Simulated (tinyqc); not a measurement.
Elastic trap-assisted tunnelling through a dielectric: two steps of the calculation.

Emitter at x = 0 (Fermi level 0), collector at x = t (Fermi level -V), band edge U(x) = phi - F x, F = V/t. A trap at x has the energy E = U(x) - Et. With G(u) = (4/(3 F)) sqrt(mo/C) max(u, 0)^1.5, C = hbar^2/(2 m0): S1 = G(phi - E) - G(Et), S2 = G(Et) - G(phi - V - E), T1,2 = exp(-S1,2). The steady rate through one trap is nu T1 T2 (f1 - f2)/(T1 + T2), f1 = f(E), f2 = f(E + V), f(y) = 1/(1 + exp(y/Vt)); both contacts offer states at E.

Parameters, values chosen for the exercise; dielectric values close to those of silicon dioxide:
- T = 300 K (temperature)
- phi = 3.15 eV (barrier above the emitter Fermi level)
- mo = 0.49 m0 (tunnelling mass)
- t = 7.3 nm (thickness)
- Et = 2.93 eV (trap depth below the band edge of the dielectric)
- Nt = 3.1e17 cm^-3 (trap density)
- nu = 1e13 1/s (attempt frequency)
- n = 13 (points of the grid)
- V = 1.38 V (voltage)
- xa = 2.93 nm (left end of the grid)
- xb = 3.91 nm (right end of the grid)

Constants: q = 1.602176634e-19 C, kB = 1.380649e-23 J/K, hbar = 1.054571817e-34 J s, m0 = 9.1093837015e-31 kg, Vt = kB T/q, hbar^2/(2 m0) = 0.0380998212 eV nm^2. Results are converted to the units shown.

Question 1. Rate through a trap near the best position. n equally spaced x from xa to xb, where nearly all of the current flows; J = q Nt times the integral of the rate, by Simpson's rule.

Wanted: x; E; S1; S2; f1 - f2; rate; J.

Answer 1.

```
point  x (nm)   E (eV)     S1     S2  f1 - f2  rate (1/s)
0       2.930  -0.3339  37.62  49.67    1.000    2.683e-9
1       3.012  -0.3493  38.72  48.82    1.000    6.284e-9
2       3.093  -0.3648  39.81  47.96    1.000    1.476e-8
3       3.175  -0.3802  40.91  47.11    1.000    3.473e-8
4       3.257  -0.3956  42.01  46.25    1.000    8.110e-8
5       3.338  -0.4111  43.12  45.38    1.000    1.768e-7
6       3.420  -0.4265  44.23  44.52    1.000    2.656e-7
7       3.502  -0.4420  45.33  43.65    1.000    1.729e-7
8       3.583  -0.4574  46.45  42.77    1.000    6.576e-8
9       3.665  -0.4728  47.56  41.90    1.000    2.206e-8
10      3.747  -0.4883  48.68  41.02    1.000    7.249e-9
11      3.828  -0.5037  49.79  40.14    1.000    2.370e-9
12      3.910  -0.5192  50.91  39.25    1.000   7.726e-10
```

J = 3.424e-16 A/cm^2

Question 2. The best-placed trap against direct tunnelling. At x = xs: E, S1, S2 and the occupation (T1 f1 + T2 f2)/(T1 + T2). Direct tunnelling at E = 0 has S = (4/(3 F)) sqrt(mo/C) [phi^1.5 - max(phi - V, 0)^1.5].

xs = 3.42 nm

Wanted: E; S1; S2; occupation; S of direct tunnelling.

Answer 2.

E = -0.42652 eV
S1 = 44.226
S2 = 44.517
occupation = 0.57227
S of direct tunnelling = 81.848

Range of the model: Phonon-assisted (inelastic) capture, chains of traps and a spread of trap depths are left out.

Computed by the program tinyqc: `OMP_NUM_THREADS=1 python tinyqc.py 2370094 2370095 out.jsonl`, one thread of a shared Intel Xeon 2.30GHz, about 0.03 s for the whole run.
